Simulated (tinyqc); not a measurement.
# Estimate of lattice thermal conductivity from elastic moduli (Slack, Klemens and Cahill formulas), step by step

A worked calculation. Computed by tinyqc, a small Python program that keeps every step. Command: `OMP_NUM_THREADS=1 python tinyqc.py 3023930 3023931 out.jsonl slack walk`. One thread of a shared host (Intel(R) Xeon(R) Processor @ 2.30GHz), about 0.01 s of CPU time with the checks. Intermediate numbers are printed to about 7 digits and carried at full precision; extremes and crossings named in words are read from the listed rows.

An isotropic solid.

Inputs (values chosen for the exercise, for a model crystal): bulk modulus B = 92.7 GPa; shear modulus G = 22.2 GPa; volume per atom V = 21.4 angstrom^3; mean atomic mass M = 165 u; atoms per primitive cell n = 10; volume expansion coefficient alpha_V = 36.3 ppm/K; temperature T = 900 K; disorder parameter Gamma = 0.0011; grain size d = 53 nm.

Grueneisen parameter: from thermal expansion.

Constants: u = 1.6605390666e-27 kg; hbar = 1.054571817e-34 J s; k_B = 1.380649e-23 J/K; h = 6.62607015e-34 J s.

## Velocities, Poisson ratio and Debye temperature

rho = M/V; vL = sqrt((B + 4G/3)/rho), vT = sqrt(G/rho); v_m = [(vL^-3 + 2 vT^-3)/3]^(-1/3); Poisson ratio sigma = (3B - 2G)/(6B + 2G); Theta = hbar v_m (6 pi^2/V)^(1/3)/k_B.

density rho = 12803.22 kg/m^3

vL = 3090.677 m/s

vT = 1316.791 m/s

v_m = 1488.407 m/s

Poisson ratio sigma = 0.3891109

Debye temperature Theta = 159.6100 K

## Grueneisen parameter

gamma = alpha_V B V/(3 k_B), with the classical heat capacity 3 k_B per atom.

Grueneisen parameter gamma = 1.738584

## Conductivity of the perfect crystal

Slack, an estimate for T near or above Theta_a: kappa = A M Theta_a^3 delta n^(1/3)/(gamma^2 T) in W/(m K), with M in u, delta = V^(1/3) in angstrom, Theta_a = Theta n^(-1/3) and A = 2.43e-6/(1 - 0.514/gamma + 0.228/gamma^2).

acoustic Debye temperature Theta_a = 74.08442 K

A = 3.116236e-06

kappa of the perfect crystal = 0.4596907 W/(m K)

## Point defects and grains

High-temperature forms with the classical heat capacity. Klemens: kappa/kappa_0 = arctan(u)/u, u^2 = pi^2 Theta V Gamma kappa_0/(h v_m^2). Grains: 1/kappa_poly = 1/kappa + 1/(C v_m d/3), C = 3 k_B/(n V), the acoustic branches alone.

disorder scale u = 0.1077622

kappa with point defects = 0.4579236 W/(m K)

grain-boundary limit = 5.089404 W/(m K)

kappa of the polycrystal = 0.4201227 W/(m K)

For small u the loss is about u^2/3 = 0.004. Grains remove a further 8 %.

## Minimum conductivity

Cahill minimum: kappa_min = (pi/6)^(1/3) k_B V^(-2/3) sum over L, T, T of v (T/Theta_i)^2 int_0^(Theta_i/T) x^3 e^x/(e^x - 1)^2 dx, Theta_i = Theta v_i/v_m (64 Gauss-Legendre points). Its high-temperature limit is (1/2) (pi/6)^(1/3) k_B V^(-2/3) (vL + 2 vT).

kappa_min = 0.4117527 W/(m K)

its high-temperature limit = 0.4132025 W/(m K)

kappa_poly/kappa_min = 1.020328

Caution: the estimate comes near or below kappa_min; the free path cannot fall under half a wavelength, so the true value levels off near kappa_min.

## All estimates against temperature

The formulas are those given above.

Kappa (W/(m K)):
```
T (K)  perfect crystal  with point defects  polycrystal    minimum
200           2.068608            2.033664     1.453045  0.3859505
300           1.379072            1.363384     1.075320  0.4005602
400           1.034304            1.025435     0.853473  0.4059806
550           0.752221            0.747510     0.651779  0.4093464
750           0.551629            0.549088     0.495616  0.4111185
1000          0.413722            0.412289     0.381393  0.4120273
1300          0.318247            0.317399     0.298766  0.4125062
1700          0.243366            0.242869     0.231807  0.4127950
```

The perfect crystal follows 1/T. With point defects the exponent runs from -0.99 to -1.00 (the strong-disorder limit is -1/2), and with grains from -0.74 to -0.95. The polycrystal estimate falls below the minimum from 1000 K on, where it loses its meaning.

Checks made by the program: arctan(u)/u against the Debye integral of 1/(1 + u^2 y^2) (relative difference below 1e-10).
